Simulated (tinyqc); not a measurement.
Quantum against classical capture: non-radiative capture by multiphonon emission, one effective mode. Computed by tinyqc, a small Python program. Command: `OMP_NUM_THREADS=1 python tinyqc.py 3010323 3010324 out.jsonl capture walk`. One thread of a shared host (Intel(R) Xeon(R) Processor @ 2.30GHz), about 0.01 s of CPU time with the checks.

The initial state (free carrier plus empty centre) lies dE above the final state; both have the same frequency and are displaced by dQ.

Inputs (values chosen for the exercise, with mass, screening and phonons like those of diamond): energy released dE = 1.16 eV; phonon energy hbar omega = 144 meV; Huang-Rhys factor S = 5.68; electron-phonon coupling W = 0.042 eV/(u^(1/2) angstrom); cell volume V = 2170 angstrom^3; degeneracy g = 1; broadening b = 86 meV; carrier mass m = 0.811 m_0; dielectric constant eps = 5.63; temperature T = 500 K.

Centre: attractive.

Constants: hbar^2/u = 4.18015928e-03 eV angstrom^2; k_B = 8.617333262e-05 eV/K; hbar = 6.582119569e-16 eV s; Ry = 13.605693123 eV.

Method:
- dQ = sqrt(2 S (hbar^2/u)/hbar omega); relaxation energy lambda = S hbar omega; phonons needed P = dE/hbar omega; classical barrier E_b = (dE - lambda)^2/(4 lambda); occupation n = 1/(exp(hbar omega/k_B T) - 1).
- M_p = sum_m w_m <m_i|Q|(m + p)_f>^2 with Q counted from the final minimum and Boltzmann weights w_m for m = 0..24; <m_i|Q|k_f> = sqrt((hbar^2/u)/(2 hbar omega)) [sqrt(k) <m|k-1> + sqrt(k+1) <m|k+1>], with overlaps of oscillators displaced by d = sqrt(2 S) summed on 1500 points from -16 to 16 + d.
- The delta function is a Gaussian of standard deviation b at dE - p hbar omega.
- C_0 = V (2 pi/hbar) g W^2 sum_p M_p Gaussian_p. Here the sum runs over all p.
- Classical (Marcus) form: replace the sum by Q_c^2 exp(-E_b/k_B T)/sqrt(4 pi lambda k_B T), Q_c = dQ (dE + lambda)/(2 lambda).
- Sommerfeld factor of an attractive centre: s(k) = 2 pi nu/(1 - exp(-2 pi nu)), nu = sqrt(Ry*/E), Ry* = Ry m/eps^2, averaged over (2/sqrt(pi)) sqrt(x) exp(-x) dx with x = E/k_B T = t^2 (trapezoid, t to 6 in steps of 0.01).
- The last column is -k_B d ln C_0/d(1/T) from this row and the one above.

dQ = 0.574254 u^(1/2) angstrom

lambda = 0.81792 eV

classical barrier E_b = 0.0357672 eV

Against temperature:
```
T (K)  C_0, quantum (cm^3/s)  C_0, classical (cm^3/s)  Sommerfeld factor  activation energy (eV)
130               1.0880e-08               2.1315e-09             39.521                       -
250               1.0883e-08               7.1165e-09             28.499              6.3839e-06
420               1.0922e-08               1.0751e-08             21.988              1.9045e-04
670               1.1021e-08               1.2308e-08             17.409              8.7562e-04
1000              1.1023e-08               1.2360e-08             14.252              2.8000e-05
1500              1.0688e-08               1.1589e-08             11.640             -7.9760e-03
```

What follows from these numbers?

At 130 K the quantum value is 5.1 times the classical one: C_0 comes from tunnelling out of the lowest level and hardly depends on T. At 1500 K the ratio is 0.92. The largest apparent activation energy is 0.001 eV against the classical barrier of 0.036 eV; a barrier below one phonon energy gives no activated range. The measured coefficient is C = s C_0, and s changes by a factor 0.29 over these rows, so C changes by 0.29 where C_0 changes by 0.98.

Extremes, crossings and ranges named in words are read from the listed rows.
